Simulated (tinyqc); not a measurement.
Ellipsometry and reflectance of a transparent film on an absorbing substrate: one step of the calculation.

Air (index 1), film, substrate with N2 = n2 - i k2; time factor exp(+i w t). q_j = sqrt(N_j^2 - sin^2 th), root with positive real part. Fresnel coefficients r_s = (q_a - q_b)/(q_a + q_b), r_p = (N_b^2 q_a - N_a^2 q_b)/(N_b^2 q_a + N_a^2 q_b). tan(Psi) exp(i Delta) = R_p/R_s, Delta taken from 0 to 360 degrees.

Task. Psi, Delta and reflectances. beta = 2 pi d q1/lam, X = exp(-2 i beta), R = (r01 + r12 X)/(1 + r01 r12 X) for p and s.

Parameters, values chosen for the exercise:
- lam = 632.8 nm (wavelength)
- d = 39 nm (film thickness)

q1 = 2.1817386
r01,p = -0.19377432
r01,s = -0.78790171
r12,p = 0.21136692-0.00218356i
r12,s = -0.26561990+0.00242463i

Find: beta; X; R_p; R_s; Psi; Delta; |R_p|^2; |R_s|^2.

Result.

beta = 0.8449 rad
X = -0.1186-0.9929i
R_p = -0.2279-0.1993i
R_s = -0.7962+0.1009i
Psi = 20.67 degrees
Delta = 48.39 degrees
|R_p|^2 = 0.09167
|R_s|^2 = 0.6441

The bare substrate gives Psi = 1.215 and Delta = 172.94 degrees.

Computed by the program tinyqc: `OMP_NUM_THREADS=1 python tinyqc.py 2870175 2870176 out.jsonl`, one thread of a shared Intel Xeon 2.30GHz, about 0.2 s for the whole run.
